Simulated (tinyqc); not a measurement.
Circuit elements from the admittance matrix.

Question. Y belongs to a common-source circuit with y11 = i w (Cgs + Cgd), y12 = -i w Cgd, y21 = gm - i w Cgd, y22 = gds + i w (Cgd + Cd) and a resistance Rg in series with the gate; w = 2 pi f. Find Rg, Cgs + Cgd, Cgd, gm, gds and Cd.

Values chosen for this exercise:
- f = 0.4 GHz (signal frequency)

Y with Rg (mS):

|  | 1 | 2 |
|---|---|---|
| 1 | 0.0000242772+0.0941224329i | -0.0000093348-0.0361911450i |
| 2 | 0.4212569232-0.0362998029i | 0.0160117190+0.0714187644i |

Answer. 1/Y11 = Rg + 1/(i w (Cgs + Cgd)) gives Rg; removing it from Z11 returns the inner y, whose parts are read off.

Rg = 2.74 ohm
Cgs + Cgd = 37.5 fF
Cgd = 14.4 fF
gm = 0.421 mS
gds = 0.0160 mS
Cd = 14.0 fF

tinyqc, about 0.01 s, one thread, Intel Xeon 2.30GHz (shared host): `OMP_NUM_THREADS=1 python tinyqc.py 2150102 2150103 out.jsonl`
